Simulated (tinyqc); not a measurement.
Potential step from the flux.

Question. On one interval J = (q mu Vt/hx) [nb B(d) - na B(-d)], B(d) = d/(exp(d) - 1), d = (psi_b - psi_a)/Vt. Find psi_b - psi_a, and the step at which J would vanish.

Values chosen for this exercise:
```
symbol,value,unit,meaning
T,273,K,temperature
mu,1340,cm^2/(V s),electron mobility
na,2.4e13,cm^-3,density at the left node
nb,1.9e15,cm^-3,density at the right node
hx,16,nm,node spacing
```

Constants: q = 1.602176634e-19 C, kB = 1.380649e-23 J/K, Vt = kB T/q. Results are converted to the units shown.

J = -324.98552 A/cm^2

Solution. B(d) falls and B(-d) rises with d, so J falls steadily with the step and one value matches. J = 0 needs nb/na = exp(d), the Boltzmann ratio.

psi_b - psi_a = 0.135 V
step for J = 0 = 0.103 V

Computed by the program tinyqc: `OMP_NUM_THREADS=1 python tinyqc.py 2220137 2220138 out.jsonl`, one thread of a shared Intel Xeon 2.30GHz, about 0.01 s for the whole run.
